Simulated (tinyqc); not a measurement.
Static screening by free carriers: one step. A donor in the screened potential. Five cases, with inputs chosen for the exercise.

Problem. Evaluate both terms at a = aD.

Donor in the screened potential -(e2/eps) exp(-qs r)/r with the trial function exp(-r/a): E(a) = c/(m a^2) - (e2/eps) 4/(a (2 + qs a)^2), e2 = e^2/(4 pi eps0), c = hbar^2/2m0; isotropic mass.

Constants: hbar^2/2m0 = 3.80998211 eV angstrom^2; e^2/(4 pi eps0) = 14.39964547 eV angstrom.

Case 1.

Values chosen (out of a larger set: near those of SiC; not measured data): aD = 14.7 angstrom (trial radius); m = 0.3944 m0 (mass of one isotropic valley); eps = 9.51 (background dielectric constant).

qs = 0.187361 1/angstrom

Case 2.

Values chosen (out of a larger set: near those of InAs; not measured data): aD = 454.9 angstrom (trial radius); m = 0.0266 m0 (mass of one isotropic valley); eps = 15.5 (background dielectric constant).

qs = 0.00154510 1/angstrom

Case 3.

Values chosen (out of a larger set: near those of InAs; not measured data): aD = 175.2 angstrom (trial radius); m = 0.0275 m0 (mass of one isotropic valley); eps = 15.4 (background dielectric constant).

qs = 0.00312472 1/angstrom

Case 4.

Values chosen (out of a larger set: near those of Si; not measured data): aD = 28.4 angstrom (trial radius); m = 0.3199 m0 (mass of one isotropic valley); eps = 11.8 (background dielectric constant).

qs = 0.0521851 1/angstrom

Case 5.

Values chosen (out of a larger set: near those of Si; not measured data): aD = 23.7 angstrom (trial radius); m = 0.3157 m0 (mass of one isotropic valley); eps = 11.9 (background dielectric constant).

qs = 0.0112963 1/angstrom

Give: kinetic term; potential term; E(aD); unscreened level -m Ry/eps^2 (Ry = 13.60569312 eV).

Solution.

Case 1.

kinetic term = 44.705 meV
potential term = -18.229 meV
E(aD) = 26.476 meV
unscreened level -m Ry/eps^2 (Ry = 13.60569312 eV) = -59.333 meV

This trial radius gives no binding, nor does any radius up to 3 aB.

Case 2.

kinetic term = 0.692 meV
potential term = -1.118 meV
E(aD) = -0.426 meV
unscreened level -m Ry/eps^2 (Ry = 13.60569312 eV) = -1.506 meV

This trial radius gives a bound state.

Case 3.

kinetic term = 4.514 meV
potential term = -3.290 meV
E(aD) = 1.224 meV
unscreened level -m Ry/eps^2 (Ry = 13.60569312 eV) = -1.578 meV

This trial radius gives no binding, but a = 502.2 angstrom does, with E = -0.04 meV.

Case 4.

kinetic term = 14.766 meV
potential term = -14.176 meV
E(aD) = 0.591 meV
unscreened level -m Ry/eps^2 (Ry = 13.60569312 eV) = -31.259 meV

This trial radius gives no binding, nor does any radius up to 3 aB; the exact problem still binds weakly up to qs aB = 1.19.

Case 5.

kinetic term = 21.486 meV
potential term = -39.713 meV
E(aD) = -18.228 meV
unscreened level -m Ry/eps^2 (Ry = 13.60569312 eV) = -30.332 meV

This trial radius gives a bound state.

Computed by tinyqc, one run a case: `OMP_NUM_THREADS=1 python tinyqc.py N N+1 out.jsonl` with N = 1680106, 1680107, 1680531, 1680725, 1681075; one thread of a shared Intel(R) Xeon(R) Processor @ 2.30GHz, about 0.01 s a run at most.
